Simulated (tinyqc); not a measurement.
Inside a calculation. Method: tight binding, honeycomb lattice. One step of it, computed by the program tinyqc.

Task: Bloch Hamiltonian at k. H_AB = -t1 (1 + exp(-i k.a1) + exp(-i k.a2)); H_AA = delta - 2 t2 sum cos(k.b + phi), H_BB = -delta - 2 t2 sum cos(k.b - phi), b = a1, a2 - a1, -a2.

Parameters chosen for this model:
```
parameter     value                        unit
t1         1.230000                 eV, nearest
t2                0       eV, second neighbours
phi        1.570000  rad, phase of t2 (Haldane)
delta      0.600000          eV, +/- on A and B
```

k point k (fractions of the reciprocal vectors): [0.080000, 0.040000]

Give: H(k) at k.

Result:

H(k) at k (eV), order A, B:
$$\begin{pmatrix}
0.6000 & -3.4992+0.8984i \\
-3.4992-0.8984i & -0.6000
\end{pmatrix}$$
